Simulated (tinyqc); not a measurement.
# Admittance spectroscopy of a deep trap: effects of single changes

Schottky contact on an n-type layer with shallow donors Nd (all ionised) and a donor-like deep trap, neutral when filled and positive when empty; depletion approximation. Traps within lam of the depletion edge stay filled. The traps at xt = W - lam, where the level crosses the Fermi level, follow a slow signal and not a fast one. w = 2 pi f.

Values chosen for this exercise; material values close to those of silicon: relative permittivity eps_r = 11.8; conduction-band density of states at 300 K Nc = 2.8e19 cm^-3; thermal velocity at 300 K vth = 2.3e7 cm/s; shallow donor density Nd = 1.7e16 cm^-3; built-in voltage Vbi = 0.76 V; depth of the trap below the conduction edge Et = 0.14 eV; capture cross-section sn = 7.1e-14 cm^2; trap density Nt = 1.4e16 cm^-3; reverse bias Vr = 0.6 V; temperature T = 82 K.

Constants: q = 1.602176634e-19 C, kB = 1.380649e-23 J/K, eps0 = 8.8541878128e-14 F/cm where lengths are in cm. Results are converted to the units shown.

Each table varies one quantity; the others keep the values above.

## Effect of the bias

Emission rate en = sn vth(T) Nc(T) exp(-Et/kB T) = sn g T^2 exp(-Et/kB T), g = vth Nc/(300 K)^2, as vth goes as T^0.5 and Nc as T^1.5 (degeneracy factor 1). lam = sqrt(2 eps0 eps_r (EF - ET)/(q Nd)), EF - ET = Et - (kB T/q) ln(Nc(T)/Nd), Nc(T) = Nc (T/300 K)^1.5. In the steady state at the band bending V, 2 eps0 eps_r V/q = Nd W^2 + Nt (W - lam)^2 (the second term only if W > lam). V = Vbi + Vr. C_HF = eps0 eps_r/W, C_LF = eps0 eps_r (Nd + Nt)/(Nd W + Nt xt). Inflection frequency w0 = 2 en [1 + Nt xt/(Nd W)]; C = C_HF + (C_LF - C_HF)/(1 + (w/w0)^2), G/w = (C_LF - C_HF)(w/w0)/(1 + (w/w0)^2).

Results:

| Vr (V) | W (nm) | xt/W | C_HF (nF/cm^2) | step (nF/cm^2) | step (% of C_HF) |
|---|---|---|---|---|---|
| 0 | 213.18 | 0.58624 | 49.011 | 11.263 | 22.980 |
| 0.9 | 300.43 | 0.70641 | 34.776 | 5.3158 | 15.286 |
| 2.6 | 413.24 | 0.78655 | 25.283 | 2.6971 | 10.668 |
| 3.4 | 455.88 | 0.80652 | 22.918 | 2.1943 | 9.5746 |
| 4.3 | 499.13 | 0.82328 | 20.932 | 1.8154 | 8.6729 |
| 5.1 | 534.42 | 0.83495 | 19.550 | 1.5746 | 8.0541 |
| 6 | 571.32 | 0.84561 | 18.287 | 1.3706 | 7.4949 |

Estimate the missing row, Vr = 1.7 V.

Computed row:

| Vr (V) | W (nm) | xt/W | C_HF (nF/cm^2) | step (nF/cm^2) | step (% of C_HF) |
|---|---|---|---|---|---|
| 1.7 | 358.53 | 0.75398 | 29.141 | 3.6423 | 12.499 |

With this row back in the table: xt/W rises from 0.586 to 0.846 since lam stays at 88.2 nm, and the relative step falls from 23.0 to 7.49 %: the nearer xt lies to W in proportion, the less the traps add. In every row T is below 110 K, where shallow donors begin to freeze out; the model keeps them ionised.

## Effect of the trap density

Same model as above.

V = Vbi + Vr.

Results:

| Nt (cm^-3) | W (nm) | step (% of C_HF) | w0/(2 en) |
|---|---|---|---|
| 3.9e14 | 321.08 | 0.61991 | 1.0166 |
| 8e14 | 319.11 | 1.2579 | 1.0341 |
| 1.7e15 | 314.95 | 2.6125 | 1.0720 |
| 3.5e15 | 307.33 | 5.1525 | 1.1468 |
| 1.5e16 | 272.63 | 17.877 | 1.5969 |
| 3.2e16 | 243.17 | 31.041 | 2.1996 |
| 6.6e16 | 211.92 | 49.468 | 3.2665 |

Estimate the missing row, Nt = 7.3e15 cm^-3.

Computed row:

| Nt (cm^-3) | W (nm) | step (% of C_HF) | w0/(2 en) |
|---|---|---|---|
| 7.3e15 | 293.63 | 9.9194 | 1.3004 |

With this row back in the table: The step rises from 0.620 to 49.5 %, as Nt^(0.98) between the first two rows and Nt^(0.64) between the last two, and w0/(2 en) rises from 1.02 to 3.27: for Nt near Nd the rule w0 = 2 en overstates the cross-section by that factor. In every row T is below 110 K, where shallow donors begin to freeze out; the model keeps them ionised.

Program tinyqc, `OMP_NUM_THREADS=1 python tinyqc.py 2050135 2050136 out.jsonl`; Intel Xeon 2.30GHz, shared host, one thread, about 0.01 s.
